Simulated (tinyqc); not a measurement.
Worked calculation: plane-wave Kohn-Sham cycle with exchange-only LDA in a layered model solid. One step of it, computed by the program tinyqc.

Problem. Iteration 2: levels at that k. Diagonalise the Hermitian matrix.

H (hartree), lower triangle:
```
           -2         -1         +0         +1        +2
-2   0.232584
-1  -0.107750  -0.107279
+0   0.003481  -0.107750  -0.220566
+1   0.000148   0.003481  -0.107750  -0.107279
+2  -0.000224   0.000148   0.003481  -0.107750  0.232584
```

Give: eigenvalues.

Solution.

eigenvalues (hartree): -0.3314  -0.1418  -0.0296  0.2639  0.2690
